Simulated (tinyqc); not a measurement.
Convergence with the mesh: density of states of one tight-binding band of a chain.

E(k) = -2 t cos(2 pi k) - 2 t2 cos(4 pi k); k in fractions of the reciprocal vectors, mesh k_i = j/N with j = 0 .. N-1. Densities are per cell and per spin, so the band holds one state.

Each interval of the mesh is a segment with E linear in k: n = (E - e1)/(e2 - e1), g = 1/(e2 - e1) between its end values.

Gaussian broadening: g(E) = mean over the mesh of exp(-(E - E_k)^2/(2 sigma^2))/(sigma sqrt(2 pi)), n(E) = mean of erfc((E_k - E)/(sigma sqrt 2))/2.

Parameters, chosen for this exercise:
```
symbol  value  unit  meaning
t       0.89   eV    nearest hopping
t2      0.11   eV    second hopping
E       0.26   eV    energy at which the density is wanted
sigma   0.089  eV    Gaussian width
```

At the energy E; the plain count is the share of mesh points below E; the reference is the linear method with N = 4000.

Results:
```
N,points,g linear,n linear,g Gaussian,n Gaussian,n plain count
8,8,0.2407,0.5096,1.0130,0.5434,0.6250
16,16,0.2027,0.5081,0.5065,0.5217,0.5625
32,32,0.1891,0.5076,0.2546,0.5109,0.5312
64,64,0.1836,0.5073,0.1822,0.5075,0.5156
128,128,0.1811,0.5072,0.1813,0.5074,0.5078
256,256,0.1799,0.5072,0.1813,0.5074,0.5039
```

reference n and g: 0.5072  0.1809

What can be read from this table?

The linear n(E) stays within 0.002 of the reference from N = 16 on. The Gaussian g stays within 1 % of its last value from N = 64 on; it tends to the broadened curve, not the true one. At the last mesh it lies 0.000 1/eV from the reference g and the linear g -0.001. The plain count errs by -0.0033 at the last mesh.

tinyqc: `OMP_NUM_THREADS=1 python tinyqc.py 1681421 1681422 out.jsonl`; about 0.01 s, one thread, shared Intel(R) Xeon(R) Processor @ 2.30GHz.
